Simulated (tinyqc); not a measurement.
Hole doping of the spin-split valence bands: two-band massive Dirac model of the K valleys.

Basis (conduction, valence): H = [[D/2, a t (tau kx - i ky)], [a t (tau kx + i ky), -D/2 + lam tau sz]], valley tau = +/-1, spin sz = +/-1. The gap of a spin and valley is G = D - lam tau sz. Berry curvature Omega = curl of i<u|grad u>; for the conduction band Omega_c = -tau 2 a^2 t^2 G/(G^2 + 4 a^2 t^2 k^2)^(3/2), and Omega_v = -Omega_c.

Inputs chosen for the exercise (near those used for monolayer WS2; shifted at random, so the results belong to these values and not to a real crystal):

| symbol | value | unit | meaning |
|---|---|---|---|
| a | 3.189 | angstrom | lattice constant |
| D | 1.86 | eV | gap parameter |
| t | 1.43 | eV | effective hopping |
| lam | 0.188 | eV | half the valence spin splitting |

The Fermi level lies E below the top of the valence band. kF for the upper and lower band of valley +1 from the two-band energy; each flavour holds kF^2/(4 pi) holes per area and both valleys count. Spin polarisation within one valley; Berry flux removed from valley +1, the sum of (1 - cos(theta_F))/2 with cos(theta_F) = G/sqrt(G^2 + 4 a^2 t^2 kF^2), in units of 2 pi.

Holes:

| E (meV) | kF upper (1/angstrom) | kF lower | p (1e12/cm^2) | spin polarisation in a valley | flux/2 pi |
|---|---|---|---|---|---|
| 47.0 | 0.0623 | 0.0000 | 6.18 | 1.000 | 0.0266 |
| 94.0 | 0.0893 | 0.0000 | 12.70 | 1.000 | 0.0505 |
| 188.0 | 0.1297 | 0.0000 | 26.76 | 1.000 | 0.0918 |
| 282.0 | 0.1628 | 0.0000 | 42.17 | 1.000 | 0.1261 |
| 357.2 | 0.1867 | 0.0000 | 55.47 | 1.000 | 0.1497 |
| 413.6 | 0.2037 | 0.0614 | 72.02 | 0.833 | 0.1832 |
| 564.0 | 0.2463 | 0.1422 | 128.69 | 0.500 | 0.2790 |
| 752.0 | 0.2961 | 0.2093 | 209.26 | 0.333 | 0.3711 |

What can be read from this table?

Up to E = 2 lam = 376 meV, a density of 58.9e12/cm^2, only the upper band of this model is emptied and each valley is fully spin-polarised, oppositely in the two. Beyond it the polarisation falls, to 0.33 in the last row. The flux, times e^2/h, is in size the change of the Hall conductivity of one valley; the other valley cancels it in the charge current. Rows with kF above about 0.2 1/angstrom lie beyond the range of the model, and in real layers the valley at Gamma, close below in MoS2 and WS2, can take holes as well.

Computed by tinyqc, a small Python program: `OMP_NUM_THREADS=1 python tinyqc.py 1452525 1452526 out.jsonl` (the numbers bound the seed that draws the inputs); one thread of a shared host (Intel(R) Xeon(R) Processor @ 2.30GHz), about 0.01 s for the whole set of steps.
